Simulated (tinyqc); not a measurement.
Smoothing against break-up: capillary instabilities by surface diffusion: grooving and agglomeration of films, edge retraction, wire break-up and smoothing of roughness. Computed by tinyqc, a small Python program. Command: `OMP_NUM_THREADS=1 python tinyqc.py 3023737 3023738 out.jsonl dewet walk`. One thread of a shared host (Intel(R) Xeon(R) Processor @ 2.30GHz), about 0.01 s of CPU time with the checks.

Isotropic surface energy; shapes change by surface diffusion alone.

Inputs (values chosen for the exercise, of the order of those of a ruthenium film):
```
quantity                       value        unit
surface energy gamma_s          2.83       J/m^2
grain-boundary energy gamma_b   0.72       J/m^2
interface energy gamma_i         1.2       J/m^2
atomic volume Omega             13.6  angstrom^3
surface sites nu                  12      1/nm^2
prefactor D0                   2e-05       m^2/s
activation energy Q             2.12          eV
temperature T                   1515           K
film thickness h                  24          nm
grain radius R                    65          nm
wire radius r                    2.2          nm
initial ripple over radius      0.01           -
roughness wavelength lambda       95          nm
```

Grooves: at the surface and the interface.

Constants: k_B = 8.617333262e-05 eV/K; k_B = 1.380649e-23 J/K.

Method:
- Groove angle beta: sin(beta) = gamma_b/(2 gamma). For circular grains of radius R with spherical caps the groove ends (measured from the mean surface) at the depth R g(beta), g = (2 - 3 cos beta + cos^3 beta)/(3 sin^3 beta). The film parts if R [g(beta_s) + g(beta_i)] > h.
- B = D_s nu gamma_s Omega^2/(k_B T), D_s = D0 exp(-Q/(k_B T)).
- A wire with r + A cos(k z) has dA/dt = (B/r^4) (kr)^2 [1 - (kr)^2] A: unstable for wavelengths above 2 pi r, fastest at kr = 1/sqrt 2 with the rate B/(4 r^4); break-up time about (4 r^4/B) ln(r/A0); each wavelength makes a sphere of radius (3 r^2 lambda_m/4)^(1/3).
- Roughness of wavelength lambda on a flat face decays as exp[-B (2 pi/lambda)^4 t]; the smoothing time is that for a factor e^3.

beta_s = 7.30831 degrees

Times (s); the last column is (h/(0.780 tan beta_s))^4/B:
```
T (K)  B (nm^4/s)  smoothing  wire break-up  groove to depth h
1288   3.5792e+04     4.3803       0.012056              92564
1364   9.7970e+04     1.6003       0.004405              33817
1439   2.3774e+05     0.6595       0.001815              13936
1515   5.3237e+05     0.2945       0.000811               6223
1591   1.1011e+06     0.1424       0.000392               3009
1667   2.1269e+06     0.0737       0.000203               1558
1818   6.6440e+06     0.0236       0.000065                499
```

What does the comparison show, and why?

All times share 1/B, so their ratios do not depend on T: break-up over smoothing is 0.0028. The wire breaks before this roughness is smoothed, at any temperature. Smoothing is safe for lambda well below 2 pi r, above which a ripple along the wire grows instead. B spans 2.3 decades over these rows.
